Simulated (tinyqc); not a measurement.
Two-dimensional dopant profile at a mask edge: lateral junction, overlap and effective channel length: one step, computed by the program tinyqc. Command: `OMP_NUM_THREADS=1 python tinyqc.py 3030872 3030873 out.jsonl lateral walk`. One thread of a shared host (Intel(R) Xeon(R) Processor @ 2.30GHz), about 0.01 s of CPU time with the checks.

Ions enter for y < 0; the mask (spacer, then gate) covers y > 0. x is the depth. The surface reflects dopant during the anneal.

Problem. Junction contour. Widths s_x^2 = (vertical straggle)^2 + 2 D t, s_y^2 = (lateral straggle)^2 + 2 D t. C(x, y) = V(x) (1/2) erfc(y/(sqrt2 s_y)), V(x) = Q/(sqrt(2 pi) s_x) [exp(-(x - R_p)^2/(2 s_x^2)) + exp(-(x + R_p)^2/(2 s_x^2))]; 1 nm = 1e-7 cm. The lateral junction at depth x solves C = C_B: y_j(x) = sqrt2 s_y erfc^-1(2 C_B/V(x)). Depths are 0, 0.15, 0.3, 0.45, 0.6, 0.75, 0.9 and 0.97 of x_j.

Inputs (values chosen for the exercise, modelled on a source-drain extension in silicon): dose Q = 1e+15 1/cm^2; projected range R_p = 20 nm; channel doping C_B = 2.8e+17 1/cm^3.

vertical junction x_j = 87.81334 nm

s_x = 18.60753 nm

s_y = 18.23431 nm

Give: Contour.

Solution.

Contour:
```
x/x_j  x (nm)  V (1/cm^3)  y_j (nm)
0.00    0.000  2.4065e+20    55.523
0.15   13.172  2.4420e+20    55.603
0.30   26.344  2.1194e+20    54.822
0.45   39.516  1.2498e+20    51.825
0.60   52.688  4.5929e+19    45.705
0.75   65.860  1.0290e+19    35.073
0.90   79.032  1.3988e+18    15.335
0.97   85.179  4.6440e+17    -4.758
```

The contour reaches furthest, 55.60 nm, at x/x_j = 0.15 among these rows, below the surface, where punch-through would start. It crosses the mask edge where V = 2 C_B.
